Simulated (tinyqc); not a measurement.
Inside a calculation. Model: a particle near a wafer in liquid: double-layer and van der Waals forces (DLVO), deposition barrier and removal. Computed by tinyqc, a small Python program that keeps every step. Command: `OMP_NUM_THREADS=1 python tinyqc.py 3111246 3111247 out.jsonl dlvo walk`. One thread of a shared host (Intel(R) Xeon(R) Processor @ 2.30GHz), about 0.01 s of CPU time with the checks. Intermediate numbers are printed to about 7 digits and carried at full precision; extremes and crossings named in words are read from the listed rows.

Sphere and flat wall, Derjaguin approximation, constant potentials in the linear-superposition form, no retardation and no hydration force.

Inputs (values chosen for the exercise, of the order of those for ceria on silica in water):
```
quantity                             value   unit
particle radius R                       23     nm
Hamaker constant A                 1.6e-20      J
potential of the particle psi_1        -26     mV
potential of the wafer psi_2           -46     mV
salt concentration c                0.0015  mol/L
valence z of the symmetric salt          1      -
temperature T                          298      K
dielectric constant of the liquid     78.4      -
gap h                                 0.98     nm
contact distance h0                    0.4     nm
contact radius over R                 0.19      -
viscosity                             0.54  mPa s
```

Constants: e = 1.602176634e-19 C; N_A = 6.02214076e+23 1/mol; eps_0 = 8.8541878128e-12 F/m; k_B = 1.380649e-23 J/K; k_B = 8.617333262e-05 eV/K.

## Screening

kappa^2 = 2 z^2 e^2 N_A (1000 c)/(eps eps_0 k_B T); gamma_i = tanh(z e psi_i/(4 k_B T)); Z = 64 pi eps eps_0 (k_B T/(z e))^2 gamma_1 gamma_2.

kappa = 0.1274278 1/nm

Debye length = 7.847579 nm

gamma_1 = -0.2478480

gamma_2 = -0.4201098

Z = 9.583436 pN

kappa R = 2.930840

Like signs: the double layers repel. Caution: kappa R is not large, so the Derjaguin approximation is only rough at gaps of the order of the Debye length.

## Energy and force at one gap

U(h) = Z R exp(-kappa h) - A R/(6 h); F(h) = -dU/dh = kappa Z R exp(-kappa h) - A R/(6 h^2), positive for repulsion.

double-layer energy = 47.28410 k_B T

van der Waals energy = -15.21146 k_B T

U(h) = 32.07264 k_B T

F(h) = -39.07214 pN

Caution: for kappa h below 1 linear superposition is only rough, and charge regulation matters.

## The curve

The formulas are those given above.

Against the gap:
```
h (nm)   kappa h      U (k_B T)         F (pN)
0.4     0.050971   1.364308e+01  -3.566416e+02
0.6     0.076457   2.478467e+01  -1.443503e+02
1.0     0.127428   3.225652e+01  -3.660629e+01
1.5     0.191142   3.431434e+01  -4.058534e+00
2.5     0.318570   3.299509e+01   1.061159e+01
4.0     0.509711   2.845309e+01   1.303797e+01
7.0     0.891995   1.982679e+01   1.025961e+01
12.0    1.529134   1.036834e+01   5.661293e+00
20.0    2.548557   3.443784e+00   2.042955e+00
40.0    5.097113  -4.511293e-02   1.334042e-01
```

Caution: in rows where h is not small against R, A R/(6 h) overstates the van der Waals term. Caution: in rows with kappa h below 1 linear superposition is only rough.

## Barrier and secondary minimum

F = 0 reads x^2 exp(-x) = y with x = kappa h and y = A kappa/(6 Z); the left side peaks at x = 2 with 4/e^2 = 0.5413, so roots exist for smaller y: x < 2 is the barrier, x > 2 the secondary minimum.

y = 0.03545780

position of the barrier = 1.640538 nm

barrier height = 34.38026 k_B T

position of the secondary minimum = 57.45111 nm

energy at the secondary minimum = -0.2240334 k_B T

A barrier above 15 k_B T practically stops deposition.

## Critical salt concentration

The barrier height is zero when U = 0 and F = 0 together: kappa h = 1 and kappa = 6 Z/(e A), e = 2.718282 here; c follows from kappa^2, with the potentials held fixed.

critical kappa = 1.322081 1/nm

critical concentration = 0.1614651 mol/L

## Adding salt

kappa scales as sqrt(c); potentials are held fixed. A dash marks rows without a maximum.

Against the concentration:
```
c (mol/L)  Debye length (nm)  barrier at (nm)  barrier (k_B T)  minimum at (nm)  minimum (k_B T)
1.61e-05            75.74751         4.736822         47.17876     7.774629e+02    -1.730608e-02
1.61e-04            23.95347         2.733294         42.34220     2.109400e+02    -6.264544e-02
1.61e-03             7.57475         1.615137         34.05620     5.508453e+01    -2.334107e-01
8.07e-03             3.38333         1.150022         25.17292     2.071198e+01    -6.021691e-01
3.23e-02             1.69114         0.893352         14.90186     8.521738e+00    -1.402165e+00
8.07e-02             1.06990         0.788868          6.73207     4.528084e+00    -2.514292e+00
1.45e-01             0.79817         0.757406          1.05940     2.901354e+00    -3.724536e+00
2.42e-01             0.61784         0.778580         -3.95298     1.844009e+00    -5.375545e+00
4.84e-01             0.43688                -                -                -                -
```

At low salt the barrier tends to Z R = 53.6 k_B T; it is half of that between 0.0016 and 0.0081 mol/L and changes sign at 0.16 mol/L, while the secondary minimum deepens to -3.7 k_B T at 0.9 of that.

## Removing an attached particle

Adhesion F_a = A R/(6 h0^2) [1 + a^2/(R h0)] - kappa Z R exp(-kappa h0), a the contact radius. Drag in a shear flow F_d = 1.7 x 6 pi mu R^2 G, acting at 1.4 R; rolling starts when 1.4 R F_d = a F_a. Wall shear stress = mu G.

van der Waals adhesion = 1179.037 pN

net adhesion F_a = 1152.346 pN

wall shear stress for rolling = 9225.771 Pa

shear rate G = 1.708476e+07 1/s

Checks made by the program: force against a difference of U (relative difference 1e-10).
